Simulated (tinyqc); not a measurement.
Changing the frequency f: longitudinal sound in a periodic multilayer: transfer matrices, stop bands and folded phonons. Computed by tinyqc, a small Python program. Command: `OMP_NUM_THREADS=1 python tinyqc.py 3013821 3013822 out.jsonl multilayer sweep`. One thread of a shared host (Intel(R) Xeon(R) Processor @ 2.30GHz), about 0.01 s of CPU time with the checks.

Layers 1 and 2 repeat with period d = d_1 + d_2; waves travel normal to the layers, without loss. State vector (u, s): displacement u and stress divided by omega. Impedances Z = rho v are in 1e6 kg/(m^2 s).

Inputs (values chosen for the exercise, modelled on aluminium (layer 1), tungsten (layer 2) and silicon (substrate)): density rho_1 = 2.73 g/cm^3; velocity v_1 = 6440 m/s; thickness d_1 = 525 nm; density rho_2 = 19.1 g/cm^3; velocity v_2 = 5280 m/s; thickness d_2 = 427 nm; substrate density = 2.35 g/cm^3; substrate velocity = 8510 m/s; periods N = 8.

Method:
- Z = rho v; interface reflection r = (Z_2 - Z_1)/(Z_2 + Z_1) (stress amplitude, from 1 into 2); Bragg frequency f_B = 1/[2 (d_1/v_1 + d_2/v_2)]; long-wave velocity v_eff = d/sqrt[(d_1/v_1)^2 + (d_2/v_2)^2 + (Z_1/Z_2 + Z_2/Z_1)(d_1/v_1)(d_2/v_2)].
- A layer maps (u, s) by [[cos p, sin p/Z], [-Z sin p, cos p]], p = 2 pi f d_i/v_i; one period is M = M_2 M_1, and cos(q d) = trace(M)/2.
- For N periods A = M^N. A wave comes from a thick layer of material 1 and leaves into the substrate (Z_s): transmitted power T = 4 Z_1 Z_s/|Z_1 A_22 + Z_s A_11 - i (Z_1 Z_s A_12 - A_21)|^2, reflected power R = 1 - T.

One run for each value:
```
frequency f (GHz)  trace(M)/2  transmitted power T  T in decibel (dB)
0.616                  0.6221           6.0416e-01        -2.1884e+00
1.140                 -0.1937           3.2009e-01        -4.9473e+00
1.660                 -1.2202           1.4921e-05        -4.8262e+01
2.180                 -2.1800           4.0323e-10        -9.3944e+01
2.700                 -2.8092           7.2891e-12        -1.1137e+02
3.220                 -2.9347           3.6864e-12        -1.1433e+02
3.740                 -2.5221           3.9122e-11        -1.0408e+02
4.260                 -1.6847           2.9278e-08        -7.5335e+01
4.780                 -0.6529           3.9530e-01        -4.0308e+00
5.310                  0.3051           6.4793e-01        -1.8847e+00
5.830                  0.8906           7.3324e-01        -1.3475e+00
6.350                  0.9625           7.1373e-01        -1.4647e+00
6.870                  0.5009           5.6936e-01        -2.4461e+00
7.390                 -0.3670           9.6709e-01        -1.4532e-01
```

Over the rows, trace(M)/2 lies between -2.93 and 0.962 without a single trend. Rows with |trace/2| > 1 lie in stop bands: 6 of 14; the smallest T, 3.7e-12, falls at 3.22 GHz.

Extremes, crossings and ranges named in words are read from the listed rows.
